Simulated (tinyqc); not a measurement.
From a target level to the width: type-II superlattice in the two-band Kane model. Two cases, with inputs chosen for the exercise.

Problem. Which width a puts the bottom of C1 at the energy below?

Motion along the axis, period d = a + b, c = hbar^2/2m0. Conduction and light-hole bands couple: (E - Ec)(E - Ev) = Ep c k^2 in each layer, with mass m(E) = (E - Ev)/Ep, which may be negative. The conduction envelope psi and psi'/m(E) are continuous; a layer carries them by [[cos kt, (m/k) sin kt], [-(k/m) sin kt, cos kt]] (cosh and sinh for k^2 < 0), and cos(q d) = tr(M_B M_A)/2. C1 is the first miniband above EvB, with its bottom at tr/2 = +1 and its top at -1; the gap is the bottom of C1 less the top heavy-hole level HH1.

Constants: hbar^2/2m0 = 3.80998211 eV angstrom^2.

Case 1.

Values chosen (near those of an InAs/GaSb superlattice; the results hold for these values, not for the real material):
- b = 45 angstrom (layer B)
- EcA = 0 eV (conduction edge of A)
- EvA = -0.417 eV (valence edge of A)
- EcB = 0.963 eV (conduction edge of B)
- EvB = 0.159 eV (valence edge of B)
- EpA = 14.1 eV (coupling energy in A)
- EpB = 17.7 eV (coupling energy in B)

bottom of C1 = 0.315798 eV

Case 2.

Values chosen (near those of an InAs/GaSb superlattice; the results hold for these values, not for the real material):
- b = 29 angstrom (layer B)
- EcA = 0 eV (conduction edge of A)
- EvA = -0.418 eV (valence edge of A)
- EcB = 0.929 eV (conduction edge of B)
- EvB = 0.101 eV (valence edge of B)
- EpA = 14.4 eV (coupling energy in A)
- EpB = 18.1 eV (coupling energy in B)

bottom of C1 = 0.277233 eV

Find: k in A; kappa in B; a.

Solution. At q = 0 the state is even in both layers: (k/m_A) tan(k a/2) = (kappa/m_B) tanh(kappa b/2) with the masses at that energy; the first branch of the arctangent gives a.

Case 1.

k in A = 0.06563 1/angstrom
kappa in B = 0.03879 1/angstrom
a = 36.0 angstrom

Case 2.

k in A = 0.05927 1/angstrom
kappa in B = 0.04081 1/angstrom
a = 36.0 angstrom

Computed by tinyqc, one run a case: `OMP_NUM_THREADS=1 python tinyqc.py N N+1 out.jsonl` with N = 1250846, 1250911; one thread of a shared Intel(R) Xeon(R) Processor @ 2.30GHz, about 0.04 s a run at most.
